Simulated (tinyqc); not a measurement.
Thermal stress, cracking, delamination and buckling of a thin film; Griffith cracks and misfitting inclusions: one step, computed by the program tinyqc.

Isotropic linear elasticity; the substrate is much thicker than the film; stress is positive in tension.

Task: Griffith crack in the substrate. Through crack of length 2a in plane strain: K_Ic = sqrt(2 gamma_s E_s/(1 - nu_s^2)); fracture stress = K_Ic/sqrt(pi a). An edge crack of depth a has K larger by 1.1215.

Inputs (values chosen for the exercise, modelled on a GaN film on silicon):
```
quantity                          value        unit
substrate Young's modulus E_s       139         GPa
substrate Poisson ratio nu_s       0.24           -
flaw half length a                 0.64  micrometre
substrate surface energy gamma_s    2.1       J/m^2
```

Give: toughness K_Ic; fracture stress, inner crack; fracture stress, edge crack.

Result:

toughness K_Ic = 0.7871 MPa m^0.5

fracture stress, inner crack = 555.1 MPa

fracture stress, edge crack = 494.9 MPa

The inner crack lowers the strength to 4.0 % of the ideal E_s/10.
